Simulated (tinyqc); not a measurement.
Worked calculation: density of states of one tight-binding band on the simple cubic lattice. Values are carried at full precision from step to step, so a last printed digit may differ when a step is redone from the rounded ones.

E(k) = -2 t (c1 + c2 + c3) - 4 t2 (c1 c2 + c2 c3 + c3 c1) with ci = cos(2 pi ki); k in fractions of the reciprocal vectors, mesh k_i = j/N with j = 0 .. N-1. Densities are per cell and per spin, so the band holds one state.

Inputs chosen for the exercise: t = 2.24 eV (nearest hopping); t2 = 0.07 eV (second hopping); N = 4 (mesh points along each axis); bins = 10 (bins of the histogram); E_lo = -14.313 eV (lower end of the histogram); E_hi = 12.717 eV (upper end); E = 7.26 eV (energy at which the density is wanted); sigma = 1.12 eV (Gaussian width).

## Energies on the mesh

Evaluate the band at all 64 points and collect equal values.

Distinct energies:

| E_k (eV) | points |
|---|---|
| -14.2800 | 1 |
| -9.2400 | 6 |
| -4.4800 | 12 |
| -4.2000 | 3 |
| 0.0000 | 8 |
| 0.2800 | 12 |
| 4.4800 | 12 |
| 4.7600 | 3 |
| 8.6800 | 6 |
| 12.6000 | 1 |

The 64 points give 10 distinct energies between -14.2800 and 12.6000 eV; a dense mesh gives a band from -14.280 to 12.600 eV.

## Histogram

Count the points in equal bins from E_lo to E_hi; g = count/(all points x bin width).

Histogram:

| from (eV) | to (eV) | points | g (1/eV) |
|---|---|---|---|
| -14.3130 | -11.6100 | 1 | 0.0058 |
| -11.6100 | -8.9070 | 6 | 0.0347 |
| -8.9070 | -6.2040 | 0 | 0.0000 |
| -6.2040 | -3.5010 | 15 | 0.0867 |
| -3.5010 | -0.7980 | 0 | 0.0000 |
| -0.7980 | 1.9050 | 20 | 0.1156 |
| 1.9050 | 4.6080 | 12 | 0.0694 |
| 4.6080 | 7.3110 | 3 | 0.0173 |
| 7.3110 | 10.0140 | 6 | 0.0347 |
| 10.0140 | 12.7170 | 1 | 0.0058 |

Empty bins: 2 of 10; the fullest holds 20 points. Empty bins inside the band come from the coarse mesh, not from gaps.

## Gaussian broadening at one energy

Gaussian broadening: g(E) = mean over the mesh of exp(-(E - E_k)^2/(2 sigma^2))/(sigma sqrt(2 pi)), n(E) = mean of erfc((E_k - E)/(sigma sqrt 2))/2.

Sum over the distinct energies with their counts.

n(E) = 0.8984
g(E) = 0.0194 1/eV

## One tetrahedron of the mesh

For corner energies e1 <= e2 <= e3 <= e4 and eij = ei - ej, the share of the tetrahedron below E is n = (E - e1)^3/(e21 e31 e41) for e1 < E < e2; n = [e21^2 + 3 e21 x + 3 x^2 - (e31 + e42) x^3/(e32 e42)]/(e31 e41) with x = E - e2 for e2 < E < e3; n = 1 - (e4 - E)^3/(e41 e42 e43) for e3 < E < e4; its density of states is g = dn/dE.

corner energies, sorted (eV): -4.4800  0.0000  4.4800  8.6800

Find its share below E and its density of states at E.

n = 0.9940
g = 0.0126 1/eV

E lies between corners 3 and 4.

## Sum over all linear tetrahedra

Each cube of the mesh, corners numbered 0 to 7 as the binary number (i j l), is cut into six tetrahedra around the diagonal 0-7: 0137, 0157, 0237, 0267, 0457, 0467. For corner energies e1 <= e2 <= e3 <= e4 and eij = ei - ej, the share of the tetrahedron below E is n = (E - e1)^3/(e21 e31 e41) for e1 < E < e2; n = [e21^2 + 3 e21 x + 3 x^2 - (e31 + e42) x^3/(e32 e42)]/(e31 e41) with x = E - e2 for e2 < E < e3; n = 1 - (e4 - E)^3/(e41 e42 e43) for e3 < E < e4; its density of states is g = dn/dE.

Average n and g over all pieces of the mesh. The reference uses the same method with N = 36.

n(E) = 0.9509
g(E) = 0.0268 1/eV
reference n(E) = 0.906
reference g(E) = 0.032 1/eV

On this mesh the linear method errs by -0.005 1/eV in g and +0.045 in n; the Gaussian sum erred by -0.012 and -0.008.

## Checks

- States below the top of the band by the linear method against one: both 1.000000.

(tinyqc, `OMP_NUM_THREADS=1 python tinyqc.py 1680249 1680250 out.jsonl`, Intel(R) Xeon(R) Processor @ 2.30GHz, 1 thread, shared host, about 0.2 s.)
